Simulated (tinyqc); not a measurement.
RHF in the sto-3g basis, for BeH2, spin multiplicity 1, step by step. One step of it, computed by the program tinyqc.

Task: Iteration 2: building the Fock matrix. J_ij = sum D_kl (ij|kl), K_ij = sum D_kl (ik|jl); F = H + J - 0.5 K; E = tr D H + tr D J / 2 - 0.25 tr D K + E_nn.

D after iteration 1, lower triangle:
```
            1Be 1s    1Be 2s   1Be 2px    1Be 2py   1Be 2pz      2H 1s     3H 1s
1Be 1s    2.055592
1Be 2s   -0.179776  0.678562
1Be 2px   0.000000  0.000000  0.000000
1Be 2py   0.000000  0.000000  0.000000   0.531400
1Be 2pz   0.000000  0.000000  0.000000   0.000000  0.000000
2H 1s    -0.180816  0.465415  0.000000   0.422779  0.000000   0.657229
3H 1s    -0.180816  0.465415  0.000000  -0.422779  0.000000  -0.015493  0.657229
```

core Hamiltonian H = T + V (hartree), lower triangle:
```
            1Be 1s     1Be 2s    1Be 2px    1Be 2py    1Be 2pz      2H 1s      3H 1s
1Be 1s   -8.574101
1Be 2s   -2.115732  -2.779681
1Be 2px   0.000000   0.000000  -2.245822
1Be 2py   0.000000   0.000000   0.000000  -2.443743
1Be 2pz   0.000000   0.000000   0.000000   0.000000  -2.245822
2H 1s    -0.406466  -1.064524   0.000000  -1.157067   0.000000  -2.051496
3H 1s    -0.406466  -1.064524   0.000000   1.157067   0.000000  -0.068102  -2.051496
```

Two-electron integrals (ij|kl) in chemists' order, unique and non-zero (hartree):
```
(11|11) 2.298831    (21|11) 0.392036    (21|21) 0.079539    (22|11) 0.570988
(22|21) 0.143041    (22|22) 0.417683    (31|31) 0.014607    (32|31) 0.021888
(32|32) 0.092265    (33|11) 0.569578    (33|21) 0.143083    (33|22) 0.417589
(33|33) 0.449859    (41|41) 0.014607    (42|41) 0.021888    (42|42) 0.092265
(43|43) 0.024249    (44|11) 0.569578    (44|21) 0.143083    (44|22) 0.417589
(44|33) 0.401360    (44|44) 0.449859    (51|51) 0.014607    (52|51) 0.021888
(52|52) 0.092265    (53|53) 0.024249    (54|54) 0.024249    (55|11) 0.569578
(55|21) 0.143083    (55|22) 0.417589    (55|33) 0.401360    (55|44) 0.401360
(55|55) 0.449859    (61|11) 0.073396    (61|21) 0.014883    (61|22) 0.026996
(61|33) 0.026807    (61|41) 0.001314    (61|42) 0.002483    (61|44) 0.027388
(61|55) 0.026807    (61|61) 0.002920    (62|11) 0.184130    (62|21) 0.046835
(62|22) 0.149778    (62|33) 0.144026    (62|41) 0.006122    (62|42) 0.038096
(62|44) 0.161145    (62|55) 0.144026    (62|61) 0.009696    (62|62) 0.081089
(63|31) 0.004220    (63|32) 0.019950    (63|43) 0.006533    (63|63) 0.007285
(64|11) 0.199839    (64|21) 0.051437    (64|22) 0.172436    (64|33) 0.162222
(64|41) 0.009912    (64|42) 0.059164    (64|44) 0.192688    (64|55) 0.162222
(64|61) 0.011109    (64|62) 0.106009    (64|64) 0.142822    (65|51) 0.004220
(65|52) 0.019950    (65|54) 0.006533    (65|65) 0.007285    (66|11) 0.351758
(66|21) 0.091057    (66|22) 0.326806    (66|33) 0.303233    (66|41) 0.013712
(66|42) 0.111011    (66|44) 0.373682    (66|55) 0.303233    (66|61) 0.019301
(66|62) 0.226352    (66|64) 0.313703    (66|66) 0.774606    (71|11) 0.073396
(71|21) 0.014883    (71|22) 0.026996    (71|33) 0.026807    (71|41) -0.001314
(71|42) -0.002483   (71|44) 0.027388    (71|55) 0.026807    (71|61) 0.002667
(71|62) 0.008183    (71|64) 0.008679    (71|66) 0.015745    (71|71) 0.002920
(72|11) 0.184130    (72|21) 0.046835    (72|22) 0.149778    (72|33) 0.144026
(72|41) -0.006122   (72|42) -0.038096   (72|44) 0.161145    (72|55) 0.144026
(72|61) 0.008183    (72|62) 0.041312    (72|64) 0.043637    (72|66) 0.084823
(72|71) 0.009696    (72|72) 0.081089    (73|31) 0.004220    (73|32) 0.019950
(73|43) -0.006533   (73|63) 0.002896    (73|73) 0.007285    (74|11) -0.199839
(74|21) -0.051437   (74|22) -0.172436   (74|33) -0.162222   (74|41) 0.009912
(74|42) 0.059164    (74|44) -0.192688   (74|55) -0.162222   (74|61) -0.008679
(74|62) -0.043637   (74|64) -0.044688   (74|66) -0.088964   (74|71) -0.011109
(74|72) -0.106009   (74|74) 0.142822    (75|51) 0.004220    (75|52) 0.019950
(75|54) -0.006533   (75|65) 0.002896    (75|75) 0.007285    (76|11) 0.011507
(76|21) 0.002848    (76|22) 0.008064    (76|33) 0.007948    (76|44) 0.008292
(76|55) 0.007948    (76|61) 0.000539    (76|62) 0.002967    (76|64) 0.003465
(76|66) 0.006638    (76|71) 0.000539    (76|72) 0.002967    (76|74) -0.003465
(76|76) 0.000158    (77|11) 0.351758    (77|21) 0.091057    (77|22) 0.326806
(77|33) 0.303233    (77|41) -0.013712   (77|42) -0.111011   (77|44) 0.373682
(77|55) 0.303233    (77|61) 0.015745    (77|62) 0.084823    (77|64) 0.088964
(77|66) 0.176736    (77|71) 0.019301    (77|72) 0.226352    (77|74) -0.313703
(77|76) 0.006638    (77|77) 0.774606
```

nuclear repulsion = 3.00468022 hartree

Give: Coulomb J; exchange K; Fock matrix F; total energy of this density.

Result:

Coulomb J (hartree), lower triangle:
```
         1Be 1s  1Be 2s  1Be 2px  1Be 2py  1Be 2pz   2H 1s   3H 1s
1Be 1s   6.3643
1Be 2s   1.2334  2.6079
1Be 2px  0.0000  0.0000   2.5374
1Be 2py  0.0000  0.0000   0.0000   2.7388
1Be 2pz  0.0000  0.0000   0.0000   0.0000   2.5374
2H 1s    0.2328  0.9873   0.0000   1.1669   0.0000  2.3532
3H 1s    0.2328  0.9873   0.0000  -1.1669   0.0000  0.0522  2.3532
```

exchange K (hartree), lower triangle:
```
         1Be 1s  1Be 2s  1Be 2px  1Be 2py  1Be 2pz   2H 1s   3H 1s
1Be 1s   4.6268
1Be 2s   0.8141  0.8592
1Be 2px  0.0000  0.0000   0.1523
1Be 2py  0.0000  0.0000   0.0000   0.9418
1Be 2pz  0.0000  0.0000   0.0000   0.0000   0.1523
2H 1s    0.1571  0.5657   0.0000   0.6462   0.0000  1.1110
3H 1s    0.1571  0.5657   0.0000  -0.6462   0.0000  0.0163  1.1110
```

Fock matrix F (hartree), lower triangle:
```
          1Be 1s   1Be 2s  1Be 2px  1Be 2py  1Be 2pz    2H 1s    3H 1s
1Be 1s   -4.5232
1Be 2s   -1.2894  -0.6014
1Be 2px   0.0000   0.0000   0.2155
1Be 2py   0.0000   0.0000   0.0000  -0.1759
1Be 2pz   0.0000   0.0000   0.0000   0.0000   0.2155
2H 1s    -0.2522  -0.3600   0.0000  -0.3132   0.0000  -0.2539
3H 1s    -0.2522  -0.3600   0.0000   0.3132   0.0000  -0.0241  -0.2539
```

total energy of this density = -15.532423 hartree
